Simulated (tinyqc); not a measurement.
Inside a calculation. Method: RHF in the sto-3g basis, for BeH2, spin multiplicity 1. One step of it, computed by the program tinyqc.

Task: Orthogonalisation. S = U s U^T; symmetric (Loewdin) form X = U s^(-1/2) U^T, so that X^T S X = 1.

overlap S:
```
           1Be 1s    1Be 2s   1Be 2px    1Be 2py   1Be 2pz     2H 1s      3H 1s
1Be 1s   1.000000  0.259517  0.000000   0.000000  0.000000  0.024212   0.024212
1Be 2s   0.259517  1.000000  0.000000   0.000000  0.000000  0.285499   0.285499
1Be 2px  0.000000  0.000000  1.000000   0.000000  0.000000  0.000000   0.000000
1Be 2py  0.000000  0.000000  0.000000   1.000000  0.000000  0.370120  -0.370120
1Be 2pz  0.000000  0.000000  0.000000   0.000000  1.000000  0.000000   0.000000
2H 1s    0.024212  0.285499  0.000000   0.370120  0.000000  1.000000   0.004335
3H 1s    0.024212  0.285499  0.000000  -0.370120  0.000000  0.004335   1.000000
```

Give: eigenvalues of S; X.

Result:

eigenvalues of S: 0.474  0.537  0.970  1.000  1.000  1.498  1.521

X:
```
         1Be 1s  1Be 2s  1Be 2px  1Be 2py  1Be 2pz   2H 1s   3H 1s
1Be 1s    1.028  -0.146    0.000    0.000    0.000   0.019   0.019
1Be 2s   -0.146   1.101    0.000    0.000    0.000  -0.164  -0.164
1Be 2px   0.000   0.000    1.000    0.000    0.000   0.000   0.000
1Be 2py   0.000   0.000    0.000    1.130    0.000  -0.227   0.227
1Be 2pz   0.000   0.000    0.000    0.000    1.000   0.000   0.000
2H 1s     0.019  -0.164    0.000   -0.227    0.000   1.101  -0.032
3H 1s     0.019  -0.164    0.000    0.227    0.000  -0.032   1.101
```
